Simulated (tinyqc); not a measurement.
# Semiconductor laser, carrier and photon rate equations: several studies

Carrier density N and photon density S in one mode: dN/dt = F1 = eta I/(q V) - (A N + B N^2 + C N^3) - vg g S; dS/dt = F2 = G vg g S + G be B N^2 - S/tp, with g = g0 ln(N/Ntr)/(1 + ec S). Output power P = Fo Eph S V/(G tp). No heating, no carrier transport.

Parameters, values chosen for the exercise: active volume V = 6e-11 cm^3; confinement factor G = 0.057; group velocity vg = 7.23e9 cm/s; gain coefficient g0 = 2300 1/cm; transparency density Ntr = 1.6e18 cm^-3; gain compression ec = 7.1e-18 cm^3; photon lifetime tp = 2.4 ps; defect recombination coefficient A = 6.9e7 1/s; radiative coefficient B = 1.4e-10 cm^3/s; Auger coefficient C = 5.9e-29 cm^6/s; share of spontaneous emission into the mode be = 6e-5; injection efficiency eta = 0.73; share of cavity losses that is output Fo = 0.68; photon energy Eph = 1.46 eV; drive current I = 110 mA.

Constants: q = 1.602176634e-19 C. Results are converted to the units shown.

Each table varies one quantity; the others keep the values above.

## Light against current through threshold

gth = 1/(G vg tp), Nth = Ntr exp(gth/g0), Ith = q V (A Nth + B Nth^2 + C Nth^3)/eta. N and S are the steady state (F1 = F2 = 0, S > 0).

Results:

| I (mA) | N/Nth | S (cm^-3) | P (mW) | share of carriers lost by stimulated emission (%) |
|---|---|---|---|---|
| 5.1 | 0.4838 | 1.004e9 | 7.006e-5 | -0.001235 |
| 13 | 0.7473 | 5.971e9 | 4.166e-4 | 0.001491 |
| 20 | 0.9016 | 2.446e10 | 0.001706 | 0.008999 |
| 28 | 1.000 | 2.576e13 | 1.797 | 8.852 |
| 38 | 1.000 | 1.294e14 | 9.026 | 32.77 |
| 51 | 1.001 | 2.641e14 | 18.43 | 49.86 |
| 77 | 1.002 | 5.337e14 | 37.23 | 66.72 |
| 130 | 1.003 | 1.083e15 | 75.57 | 80.21 |

Estimate the missing row, I = 24 mA.

Computed row:

| I (mA) | N/Nth | S (cm^-3) | P (mW) | share of carriers lost by stimulated emission (%) |
|---|---|---|---|---|
| 24 | 0.9742 | 1.131e11 | 0.007894 | 0.04268 |

With this row back in the table: Ith is 25.5 mA. The power rises by a factor of 1050 between 20 and 28 mA, while N/Nth goes only from 0.902 to 1.00. Above threshold N is nearly clamped, reaching 1.003 Nth in the last row through gain compression, and the slope between the last two rows is 0.723 W/A, against Fo eta Eph/q = 0.725 W/A.

## Effect of the gain coefficient on threshold and bandwidth

Jacobian, with a = g0/(N (1 + ec S)) and d = g/(1 + ec S): J11 = -(A + 2 B N + 3 C N^2) - vg a S, J12 = -vg d, J21 = G vg a S + 2 G be B N, J22 = G vg d - 1/tp. wR^2 = det J, gamma = -trace J, fR = wR/(2 pi); the response wR^2/(wR^2 - w^2 + i gamma w) falls to 1/sqrt(2) at w^2 = x + sqrt(x^2 + wR^4), x = wR^2 - gamma^2/2 (f3dB = w/(2 pi)).

Results:

| g0 (1/cm) | Ith (mA) | P (mW) | fR (GHz) | gamma (1/ns) | f3dB (GHz) |
|---|---|---|---|---|---|
| 1500 | 45.06 | 46.80 | 4.940 | 6.988 | 7.607 |
| 2000 | 29.88 | 57.91 | 6.889 | 8.997 | 10.62 |
| 2500 | 23.48 | 62.60 | 8.419 | 11.11 | 12.98 |
| 3300 | 18.66 | 66.13 | 10.44 | 14.62 | 16.08 |
| 4200 | 16.04 | 68.05 | 12.34 | 18.67 | 18.98 |
| 6900 | 12.95 | 70.32 | 16.86 | 31.08 | 25.79 |

Estimate the missing row, g0 = 5400 1/cm.

Computed row:

| g0 (1/cm) | Ith (mA) | P (mW) | fR (GHz) | gamma (1/ns) | f3dB (GHz) |
|---|---|---|---|---|---|
| 5400 | 14.20 | 69.40 | 14.52 | 24.16 | 22.28 |

With this row back in the table: As g0 goes from 1500 to 6900 1/cm, Ith falls from 45.1 to 12.9 mA, fR rises from 4.94 to 16.9 GHz, gamma rises from 6.99 to 31.1 1/ns and f3dB rises from 7.61 to 25.8 GHz.

## Effect of the photon lifetime on threshold and bandwidth

Same model as above.

Results:

| tp (ps) | Ith (mA) | P (mW) | fR (GHz) | gamma (1/ns) | f3dB (GHz) |
|---|---|---|---|---|---|
| 1.2 | 75.375 | 24.946 | 4.0436 | 5.6503 | 6.2278 |
| 1.7 | 39.512 | 50.927 | 6.5521 | 7.5109 | 10.121 |
| 2.4 | 25.524 | 61.104 | 7.8404 | 10.255 | 12.089 |
| 3.4 | 18.834 | 65.978 | 8.6737 | 14.386 | 13.311 |
| 6.8 | 13.203 | 70.085 | 9.6068 | 28.881 | 14.318 |
| 9.6 | 11.928 | 71.016 | 9.8490 | 40.798 | 14.110 |

Estimate the missing row, tp = 4.8 ps.

Computed row:

| tp (ps) | Ith (mA) | P (mW) | fR (GHz) | gamma (1/ns) | f3dB (GHz) |
|---|---|---|---|---|---|
| 4.8 | 15.290 | 68.563 | 9.2291 | 20.327 | 14.027 |

With this row back in the table: As tp goes from 1.2 to 9.6 ps, Ith falls from 75.4 to 11.9 mA, fR rises from 4.04 to 9.85 GHz, gamma rises from 5.65 to 40.8 1/ns and f3dB goes from 6.23 through a maximum of 14.3 (at tp = 6.8 ps among the rows listed) to 14.1 GHz.

Computed by the program tinyqc: `OMP_NUM_THREADS=1 python tinyqc.py 2840132 2840133 out.jsonl`, one thread of a shared Intel Xeon 2.30GHz, about 0.01 s for the whole run.
